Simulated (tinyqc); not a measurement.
## Capacitances from a Coulomb diamond

Question. A single-electron transistor has the bias V on its left lead and the right lead at 0 V. Its diamonds repeat every q/Cg in gate voltage, close at |V| = q/Cs with Cs = CL + CR + Cg, and have edges of slope dV/dVg = -Cg/CL and Cg/(Cs - CL). Find Cg, Cs, CL and CR.

Constants: q = 1.602176634e-19 C. Results are converted to the units shown.

gate period = 457.76475 mV
bias at the tip of the diamond = 100.13604 mV
slope dV/dVg of the rising edge = 0.29661017

Answer. The period gives Cg, the tip Cs, and the rising edge Cs - CL = CR + Cg.

Cg = 0.350 aF
Cs = 1.60 aF
CL = 0.420 aF
CR = 0.830 aF

Numbers from tinyqc (`OMP_NUM_THREADS=1 python tinyqc.py 2780032 2780033 out.jsonl`; about 0.01 s on one thread of a shared Intel Xeon 2.30GHz).
